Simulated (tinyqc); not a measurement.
Hueckel theory of the pi electrons, for the molecule C=Cc1ccccc1 (SMILES; centres numbered as the heavy atoms are written), step by step. Computed by tinyqc, a small Python program that keeps every step. Settings: charge = 0. Command: `OMP_NUM_THREADS=1 python tinyqc.py 20287 20288 out.jsonl` (the two numbers bound the seeds that draw the settings). One thread of a shared host (Intel(R) Xeon(R) Processor @ 2.60GHz), about 0.01 s of CPU time with the checks.

## The Hueckel matrix

Centres:
```
centre  z_r, pi electrons of the neutral centre         h
1C                                            1  0.000000
2C                                            1  0.000000
3C                                            1  0.000000
4C                                            1  0.000000
5C                                            1  0.000000
6C                                            1  0.000000
7C                                            1  0.000000
8C                                            1  0.000000
```

Bonds:
```
i  j  k
1  2  1
2  3  1
3  4  1
4  5  1
5  6  1
6  7  1
7  8  1
8  3  1
```

H_rr = alpha + h_r beta, H_rs = k_rs beta for bonded centres.

Hueckel matrix in units of beta (H = alpha + beta A), order 1C, 2C, 3C, 4C, 5C, 6C, 7C, 8C:
$$\begin{pmatrix}
0.000000 & 1.000000 & 0.000000 & 0.000000 & 0.000000 & 0.000000 & 0.000000 & 0.000000 \\
1.000000 & 0.000000 & 1.000000 & 0.000000 & 0.000000 & 0.000000 & 0.000000 & 0.000000 \\
0.000000 & 1.000000 & 0.000000 & 1.000000 & 0.000000 & 0.000000 & 0.000000 & 1.000000 \\
0.000000 & 0.000000 & 1.000000 & 0.000000 & 1.000000 & 0.000000 & 0.000000 & 0.000000 \\
0.000000 & 0.000000 & 0.000000 & 1.000000 & 0.000000 & 1.000000 & 0.000000 & 0.000000 \\
0.000000 & 0.000000 & 0.000000 & 0.000000 & 1.000000 & 0.000000 & 1.000000 & 0.000000 \\
0.000000 & 0.000000 & 0.000000 & 0.000000 & 0.000000 & 1.000000 & 0.000000 & 1.000000 \\
0.000000 & 0.000000 & 1.000000 & 0.000000 & 0.000000 & 0.000000 & 1.000000 & 0.000000
\end{pmatrix}$$

## Orbitals

pi electrons, sum of z_r less the charge = 8

Diagonalise; E = alpha + x beta with beta < 0, so the largest x are filled first; degenerate levels share their electrons. P = sum n_i c_ri c_si; each orbital has its largest coefficient positive (the first on a tie).

x values: [2.135779, 1.414214, 1.000000, 0.662153, -0.662153, -1.000000, -1.414214, -2.135779]

occupations: [2.000000, 2.000000, 2.000000, 2.000000, 0.000000, 0.000000, 0.000000, 0.000000]

coefficients, order 1C, 2C, 3C, 4C, 5C, 6C, 7C, 8C:
$$\begin{pmatrix}
0.144072 & 0.353553 & 0.000000 & 0.595183 & 0.595183 & 0.000000 & -0.353553 & 0.144072 \\
0.307706 & 0.500000 & 0.000000 & 0.394103 & -0.394103 & 0.000000 & 0.500000 & -0.307706 \\
0.513120 & 0.353553 & 0.000000 & -0.334227 & -0.334227 & 0.000000 & -0.353553 & 0.513120 \\
0.394103 & 0.000000 & 0.500000 & -0.307706 & 0.307706 & 0.500000 & 0.000000 & -0.394103 \\
0.328596 & -0.353553 & 0.500000 & 0.130478 & 0.130478 & -0.500000 & 0.353553 & 0.328596 \\
0.307706 & -0.500000 & 0.000000 & 0.394103 & -0.394103 & 0.000000 & -0.500000 & -0.307706 \\
0.328596 & -0.353553 & -0.500000 & 0.130478 & 0.130478 & 0.500000 & 0.353553 & 0.328596 \\
0.394103 & 0.000000 & -0.500000 & -0.307706 & 0.307706 & -0.500000 & 0.000000 & -0.394103
\end{pmatrix}$$

charge and bond-order matrix P, order 1C, 2C, 3C, 4C, 5C, 6C, 7C, 8C:
$$\begin{pmatrix}
1.000000 & 0.911344 & 0.000000 & -0.252725 & 0.000000 & 0.204237 & 0.000000 & -0.252725 \\
0.911344 & 1.000000 & 0.405894 & 0.000000 & -0.048488 & 0.000000 & -0.048488 & 0.000000 \\
0.000000 & 0.405894 & 1.000000 & 0.610131 & 0.000000 & -0.301212 & 0.000000 & 0.610131 \\
-0.252725 & 0.000000 & 0.610131 & 1.000000 & 0.678703 & 0.000000 & -0.321297 & 0.000000 \\
0.000000 & -0.048488 & 0.000000 & 0.678703 & 1.000000 & 0.658619 & 0.000000 & -0.321297 \\
0.204237 & 0.000000 & -0.301212 & 0.000000 & 0.658619 & 1.000000 & 0.658619 & 0.000000 \\
0.000000 & -0.048488 & 0.000000 & -0.321297 & 0.000000 & 0.658619 & 1.000000 & 0.678703 \\
-0.252725 & 0.000000 & 0.610131 & 0.000000 & -0.321297 & 0.000000 & 0.678703 & 1.000000
\end{pmatrix}$$

## Energy, charges, bond orders

E = sum n x; q_r = z_r - P_rr; bond order p = P_rs; free valence = sqrt(3) - sum of p over the bonds of the atom.

pi energy = 8 alpha + this times beta = 10.424292

pi charges: 1C 0.000000, 2C 0.000000, 3C 0.000000, 4C 0.000000, 5C 0.000000, 6C 0.000000, 7C 0.000000, 8C 0.000000

Bond orders and lengths from R = 1.517 - 0.180 p (angstrom, C-C alone):
```
bond         p         R
1-2   0.911344  1.352958
2-3   0.405894  1.443939
3-4   0.610131  1.407176
4-5   0.678703  1.394833
5-6   0.658619  1.398449
6-7   0.658619  1.398449
7-8   0.678703  1.394833
8-3   0.610131  1.407176
```

free valence of the carbons: 1C 0.820707, 2C 0.414813, 3C 0.105893, 4C 0.443216, 5C 0.394728, 6C 0.414813, 7C 0.394728, 8C 0.443216

gap between the highest filled and the next level = 1.324307 |beta|
